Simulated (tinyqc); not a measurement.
Graded p-n junction, non-linear Poisson equation by Newton steps: two steps of the calculation.

One dimension, p side on the left, n side on the right; net doping C = (Nd - Na)/2 + ((Nd + Na)/2) tanh(x/Lg). The potential psi is counted from the intrinsic level, and the quasi-Fermi potentials are flat: 0 for holes and -V for electrons, so n = ni exp((psi + V)/Vt) and p = ni exp(-psi/Vt) (Boltzmann statistics, full ionisation, no current). Under reverse bias this makes the minority densities vanishingly small everywhere; they play no part in the charge.

Parameters, values chosen for the exercise:
- T = 350 K (temperature)
- V = -1.2 V (bias of the p side against the n side)

Constants: q = 1.602176634e-19 C, kB = 1.380649e-23 J/K, Vt = kB T/q. Results are converted to the units shown.

Problem 1. Newton step. Solve the tridiagonal system a_(i-1) d_(i-1) + b_i d_i + a_i d_(i+1) = -F_i for nodes 1 to 12, with d = 0 on fixed nodes. Half of the step is added while the largest |d| exceeds 1.5 Vt, the full step after that.

coupling a_i, interval 0 to 12 (F/cm^2): 1.4056023e-8  1.6783311e-8  2.0080033e-8  2.4286865e-8  2.8981491e-8  3.4706230e-8  4.1647476e-8  3.6628073e-8  3.2220110e-8  2.8182503e-8  2.4988486e-8  2.2048664e-8  1.9387618e-8

```
node  diagonal b (F/cm^2)  residual F (C/cm^2)
1           -3.5838637e-6        2.9879553e-13
2           -3.0098021e-6        1.0339259e-11
3           -2.5169818e-6        1.9289093e-10
4           -2.1101553e-6         2.0838048e-9
5           -1.7846084e-6         1.4086795e-8
6           -1.5120656e-6         1.4440346e-7
7           -3.9096561e-6        -1.4291360e-7
8           -4.4248025e-6        -1.4162775e-8
9           -5.0272529e-6        -2.4918652e-9
10          -5.6906789e-6       -3.1159431e-10
11          -6.4216044e-6       -2.8956947e-11
12          -7.2792262e-6       -1.9339807e-12
```

psi at the start, node 0 to 13 (V): -0.4934204  -0.4934204  -0.4934204  -0.4934204  -0.4934204  -0.4934204  -0.4934204  1.7239008  1.7239008  1.7239008  1.7239008  1.7239008  1.7239008  1.7239008

Wanted: Newton step d, before damping; psi after iteration 1.

Solution 1.

Newton step d, before damping, node 1 to 12 (V): 0.000000  0.000004  0.000087  0.001122  0.009754  0.094745  -0.035578  -0.003499  -0.000518  -0.000057  -0.000005  0.000000
psi after iteration 1, node 0 to 13 (V): -0.4934  -0.4934  -0.4934  -0.4934  -0.4929  -0.4885  -0.4460  1.7061  1.7222  1.7236  1.7239  1.7239  1.7239  1.7239

Problem 2. Densities, residual and Jacobian diagonal. n_i = ni exp((psi_i + V)/Vt), p_i = ni exp(-psi_i/Vt), rho_i = p_i - n_i + C_i, g_i = (n_i + p_i)/Vt. Box widths w_i = (h_(i-1) + h_i)/2 in cm. Residual F_i = a_i (psi_(i+1) - psi_i) - a_(i-1) (psi_i - psi_(i-1)) + q rho_i w_i; Jacobian: a_(i-1) and a_i beside the diagonal, b_i = -a_(i-1) - a_i - q g_i w_i on it. The two end nodes are fixed.

```
node  x (nm)  psi after iteration 1 (V)  net doping C (cm^-3)
0      -3340                 -0.4934204         -9.0999997e15
1      -2540                 -0.4934203         -9.0999746e15
2      -1870                 -0.4934183         -9.0989507e15
3      -1310                 -0.4933766         -9.0764627e15
4       -847                 -0.4928591         -8.7943340e15
5       -459                 -0.4885432         -6.6302568e15
6       -135                 -0.4460480          1.8400064e15
7        135                  1.7061120          1.4059994e16
8        442                  1.7221512          2.2304967e16
9        791                  1.7236416          2.4584144e16
10      1190                  1.7238721          2.4954186e16
11      1640                  1.7238984          2.4996235e16
12      2150                  1.7239006          2.4999779e16
13      2730                  1.7239008          2.4999991e16
```

coupling a_i, interval 0 to 12 (F/cm^2): 1.4056023e-8  1.6783311e-8  2.0080033e-8  2.4286865e-8  2.8981491e-8  3.4706230e-8  4.1647476e-8  3.6628073e-8  3.2220110e-8  2.8182503e-8  2.4988486e-8  2.2048664e-8  1.9387618e-8
ni = 7.1466254e8 cm^-3

Find: n; p; residual F; diagonal b.

Solution 2.

```
node  n (cm^-3)  p (cm^-3)
0     2.951e-16   9.100e15
1     2.951e-16   9.100e15
2     2.951e-16   9.099e15
3     2.955e-16   9.087e15
4     3.006e-16   8.932e15
5     3.469e-16   7.741e15
6     1.419e-15   1.892e15
7      1.386e16  1.937e-16
8      2.359e16  1.138e-16
9      2.479e16  1.083e-16
10     2.498e16  1.075e-16
11     2.500e16  1.074e-16
12     2.500e16  1.074e-16
13     2.500e16  1.074e-16
```

```
node  residual F (1e-7 C/cm^2)  diagonal b (F/cm^2)
1                        0.000            -3.584e-6
2                        0.000            -3.010e-6
3                        0.001            -2.513e-6
4                        0.011            -2.072e-6
5                        0.077            -1.528e-6
6                        1.059            -3.748e-7
7                       -0.881            -2.203e-6
8                       -0.073            -4.179e-6
9                       -0.013            -4.985e-6
10                      -0.002            -5.685e-6
11                       0.000            -6.421e-6
12                       0.000            -7.279e-6
```

Numbers from tinyqc (`OMP_NUM_THREADS=1 python tinyqc.py 2000114 2000115 out.jsonl`; about 0.05 s on one thread of a shared Intel Xeon 2.30GHz).
